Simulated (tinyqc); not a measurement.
## Hall measurement with a parallel conducting layer

Two layers in parallel, unit Hall factors, low field: 1/Rs = q (ns mu + n2 m2); apparent mobility (ns mu^2 + sg n2 m2^2)/(ns mu + n2 m2); apparent density (ns mu + n2 m2)^2/(ns mu^2 + sg n2 m2^2); a negative value means the sign of the second layer.

Inputs (values chosen for the exercise):
- ns = 1.8e12 cm^-2 (sheet density of the layer)
- mu = 30 cm^2/(V s) (drift mobility)
- m2 = 35 cm^2/(V s) (mobility of the parallel layer)
- sg = -1 (sign of its carriers relative to the first layer)

Constants: q = 1.602176634e-19 C. Results are converted to the units shown.

Hall measurement with a parallel conducting layer:
```
n2 (cm^-2),Rs (ohm/square),apparent density (cm^-2),apparent mobility (cm^2/(V s)),share of the conductance in layer 2 (%)
6e9,1.151e5,1.822e12,29.75,0.3874
2e10,1.141e5,1.875e12,29.17,1.280
1e11,1.085e5,2.208e12,26.04,6.087
4e11,9.179e4,4.092e12,16.62,20.59
2e12,5.033e4,-1.853e13,-6.694,56.45
7e12,2.087e4,-1.285e13,-23.26,81.94
3e13,5654,-3.469e13,-31.82,95.11
1e14,1756,-1.045e14,-34.01,98.48
5e14,355.6,-5.044e14,-34.80,99.69
```

What does the comparison show?

The apparent mobility falls from 29.7 to -34.8 cm^2/(V s), between mu = 30 and sg m2 = -35. The Hall signal vanishes at n2 = ns (mu/m2)^2 = 1.32e12 cm^-2, where the apparent density diverges.

Computed by the program tinyqc: `OMP_NUM_THREADS=1 python tinyqc.py 2850159 2850160 out.jsonl`, one thread of a shared Intel Xeon 2.30GHz, about 0.01 s for the whole run.
